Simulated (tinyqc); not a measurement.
Surface Green function of a square-lattice strip three rows wide, Sancho-Rubio decimation: two steps of the calculation.

A semi-infinite lead of cells 0, 1, 2, ... with H0 inside a cell and H1 = <cell i|H|cell i + 1>. A cell is one column of three sites. z = E + i eta.

Inputs (values chosen for the exercise):
- E = 0.05 eV (energy)
- eta = 0.0002 eV (broadening)

Question 1. Decimation. Start with e_s = e = H0, a = H1, b = H1^dagger. Each round: g = (z - e)^(-1); e_s <- e_s + a g b; e <- e + a g b + b g a; a <- a g a; b <- b g b (all with the old a, b). Round k joins cells 2^k apart.

e_s after round 1 (eV):
```
                       1                      2                      3
1   2.0408487-0.0011756i   1.8807938+0.0003296i  -4.1015357+0.0005093i
2   1.8807938+0.0003296i  -2.5470991-0.0007516i   1.6686454+0.0003559i
3  -4.1015357+0.0005093i   1.6686454+0.0003559i   2.0722920-0.0011504i
```

e after round 1 (eV):
```
                       1                      2                      3
1   4.8316975-0.0023512i   4.9215875+0.0006592i  -8.2030713+0.0010186i
2   4.9215875+0.0006592i  -4.6441982-0.0015032i   4.4972907+0.0007119i
3  -8.2030713+0.0010186i   4.4972907+0.0007119i   4.9545841-0.0023008i
```

a after round 1 (eV):
```
                       1                      2                      3
1   2.7908487-0.0011756i   3.0407938+0.0003296i  -4.1015357+0.0005093i
2   3.0407938+0.0003296i  -2.0970991-0.0007516i   2.8286454+0.0003559i
3  -4.1015357+0.0005093i   2.8286454+0.0003559i   2.8822920-0.0011504i
```

b after round 1 (eV):
```
                       1                      2                      3
1   2.7908487-0.0011756i   3.0407938+0.0003296i  -4.1015357+0.0005093i
2   3.0407938+0.0003296i  -2.0970991-0.0007516i   2.8286454+0.0003559i
3  -4.1015357+0.0005093i   2.8286454+0.0003559i   2.8822920-0.0011504i
```

Wanted: g; e_s after round 2; e after round 2; a after round 2; b after round 2.

Answer 1.

g (1/eV):
```
                   1                  2                  3
1  -0.11599-0.00004i  -0.16368-0.00002i  -0.04391-0.00002i
2  -0.16368-0.00002i  -0.11757-0.00005i  -0.16595-0.00002i
3  -0.04391-0.00002i  -0.16595-0.00002i  -0.12516-0.00004i
```

e_s after round 2 (eV):
```
                 1                2                3
1   0.3114-0.0007i  -0.1110+0.0001i  -2.1772+0.0002i
2  -0.1110+0.0001i  -1.8372-0.0005i  -0.2236+0.0001i
3  -2.1772+0.0002i  -0.2236+0.0001i   0.2707-0.0007i
```

e after round 2 (eV):
```
                 1                2                3
1   1.3727-0.0014i   0.9380+0.0002i  -4.3545+0.0004i
2   0.9380+0.0002i  -3.2243-0.0011i   0.7128+0.0002i
3  -4.3545+0.0004i   0.7128+0.0002i   1.3513-0.0014i
```

a after round 2 (eV):
```
                 1                2                3
1  -1.7295+0.0005i  -1.9918-0.0002i   1.9243-0.0003i
2  -1.9918-0.0002i   0.7099+0.0002i  -1.8923-0.0002i
3   1.9243-0.0003i  -1.8923-0.0002i  -1.8016+0.0005i
```

b after round 2 (eV):
```
                 1                2                3
1  -1.7295+0.0005i  -1.9918-0.0002i   1.9243-0.0003i
2  -1.9918-0.0002i   0.7099+0.0002i  -1.8923-0.0002i
3   1.9243-0.0003i  -1.8923-0.0002i  -1.8016+0.0005i
```

Question 2. Self-energy, Dyson check and densities of states. Sigma = H1 g_s H1^dagger is what the lead adds to one more cell, and (z - H0 - Sigma)^(-1) must give g_s back. Densities of states: -Im of the diagonals over pi.

H0 (eV):
```
       1      2      3
1  -0.75  -1.16      0
2  -1.16  -0.45  -1.16
3      0  -1.16  -0.81
```

H1 (eV):
```
      1     2     3
1  -2.4     0     0
2     0  -2.4     0
3     0     0  -2.4
```

converged surface Green function g_s (1/eV):
```
                         1                       2                        3
1   0.06944123-0.39780527i  0.10068981+0.01470451i  -0.00000029+0.01304371i
2   0.10068981+0.01470451i  0.04340048-0.38856445i   0.10068980+0.01537918i
3  -0.00000029+0.01304371i  0.10068980+0.01537918i   0.07464932-0.39683531i
```

converged bulk Green function (1/eV):
```
                        1                       2                       3
1  0.00000199-0.21876530i  0.00000284-0.00857613i  0.00000050-0.00752270i
2  0.00000284-0.00857613i  0.00000176-0.22407004i  0.00000287-0.00896524i
3  0.00000050-0.00752270i  0.00000287-0.00896524i  0.00000215-0.21932965i
```

Wanted: Sigma; (z - H0 - Sigma)^(-1); surface density of states; bulk density of states.

Answer 2.

Sigma (eV):
```
                1               2               3
1  0.4000-2.2914i  0.5800+0.0847i  0.0000+0.0751i
2  0.5800+0.0847i  0.2500-2.2381i  0.5800+0.0886i
3  0.0000+0.0751i  0.5800+0.0886i  0.4300-2.2858i
```

(z - H0 - Sigma)^(-1) (1/eV):
```
                  1                 2                 3
1  0.06944-0.39781i  0.10069+0.01470i  0.00000+0.01304i
2  0.10069+0.01470i  0.04340-0.38856i  0.10069+0.01538i
3  0.00000+0.01304i  0.10069+0.01538i  0.07465-0.39684i
```

```
orbital  surface density of states (1/eV)  bulk density of states (1/eV)
1                                 0.12663                       0.069635
2                                 0.12368                       0.071324
3                                 0.12632                       0.069815
```

tinyqc, about 0.1 s, one thread, Intel Xeon 2.30GHz (shared host): `OMP_NUM_THREADS=1 python tinyqc.py 2680107 2680108 out.jsonl`
